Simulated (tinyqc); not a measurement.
Precursor delivery by bubblers, mass-transport growth and the solid composition of a III-V alloy. Changing the bath temperature T2. Computed by tinyqc, a small Python program. Command: `OMP_NUM_THREADS=1 python tinyqc.py 3020801 3020802 out.jsonl movpe_thermo sweep`. One thread of a shared host (Intel(R) Xeon(R) Processor @ 2.30GHz), about 0.01 s of CPU time with the checks.

1 sccm = 44.615 micromol/min; 1 torr = 133.322 Pa. The sources decompose fully at the surface.

Inputs (values chosen for the exercise, modelled on trimethylgallium (source 1) and trimethylindium (source 2) for the vapour pressures):

| quantity | value | unit |
|---|---|---|
| bath temperature T1 | 264 | K |
| bubbler pressure p_b | 1400 | torr |
| carrier flow F1 | 24 | sccm |
| carrier flow F2 | 290 | sccm |
| total flow F_t | 12 | slm |
| group-V flow F_V | 40 | sccm |
| reactor pressure p | 76 | torr |
| growth temperature T | 1070 | K |
| diffusivity at 273 K and 760 torr | 0.48 | cm^2/s |
| flow cross-section A | 30 | cm^2 |
| distance from the leading edge z | 14 | cm |
| lattice constant a | 5.53 | angstrom |
| interaction L0 of the solid | 9.17 | kJ/mol |
| log10 of p_B,eq over pure BC at 1000 K and 1 torr of group V (exaggerated: liquid indium has about -4.1) | -3.5 | log10 torr |
| enthalpy of that equilibrium H | 361 | kJ/mol |

Alloy: mixing on the group-III sites, with desorption of B.

constants a, b of source 1 (log10 torr, K): 8.043  1703

constants a, b of source 2 (log10 torr, K): 10.54  3014

Constants: k_B = 1.380649e-23 J/K; R = 8.314462618 J/(mol K).

Method:
- log10 p_v = a - b/T_bath; molar flow = F x 44.615 x p_v/(p_b - p_v) for a saturated bubbler.
- p_i = p n_i/(44615 F_t), F_t in slm; p_V = p F_V/(1000 F_t), counted per molecule supplied; V/III = 44.615 F_V/(n1 + n2); vapour fraction of source 2 = n2/(n1 + n2).
- Mean velocity u = (F_t/A)(760/p)(T/273); D = D0 (T/273)^1.75 (760/p); boundary layer delta = sqrt(pi D z/u); flux = D dp/(delta k_B T); growth rate = flux x a^3/4.
- A sticks fully. B desorbs: its surface pressure is p_B* = x gamma_B K/sqrt(p_V), ln gamma_B = L0 (1 - x)^2/(R T), K = 10^(log10 K at 1000 K) exp[-(H/R)(1/T - 1/1000)], p_V in torr. With equal diffusivities x = (p_2 - p_B*)/(p_1 + p_2 - p_B*). Growth rate = rate per torr x p_1/(1 - x).

One run for each value:

| bath temperature T2 (K) | vapour pressure 2 (torr) | molar flow 2 (micromol/min) | vapour fraction of source 2 | solid fraction x |
|---|---|---|---|---|
| 274 | 0.3467 | 3.205 | 0.09434 | 0.01348 |
| 279 | 0.5459 | 5.047 | 0.14092 | 0.02150 |
| 284 | 0.8459 | 7.822 | 0.20270 | 0.03399 |
| 294 | 1.9422 | 17.974 | 0.36876 | 0.08419 |
| 299 | 2.8823 | 26.692 | 0.46452 | 0.13359 |
| 304 | 4.2221 | 39.137 | 0.55985 | 0.21470 |
| 309 | 6.1088 | 56.703 | 0.64824 | 0.34358 |

Give the missing row, bath temperature T2 (K) = 289.

Computed row; columns: (1) bath temperature T2 (K); (2) vapour pressure 2 (torr); (3) molar flow 2 (micromol/min); (4) vapour fraction of source 2; (5) solid fraction x:
```
(1)     (2)     (3)      (4)      (5)
289  1.2910  11.942  0.27961  0.05347
```

Interpolating between the two neighbouring rows (linearly) misses most in solid fraction x, by 11 %. Over the rows, vapour pressure 2 (torr) rises from 0.347 to 6.11 (exponent d ln y / d ln x 25 between the first rows and 23 between the last); molar flow 2 (micromol/min) rises from 3.21 to 56.7 (exponent d ln y / d ln x 25 between the first rows and 23 between the last); vapour fraction of source 2 rises from 0.0943 to 0.648 (exponent d ln y / d ln x 22 between the first rows and 9.0 between the last).

Caution (all rows): the boundary layer is a quarter or more of the root of the cross-section, so it fills much of the channel and depletion along the flow matters.

Extremes, crossings and ranges named in words are read from the listed rows.
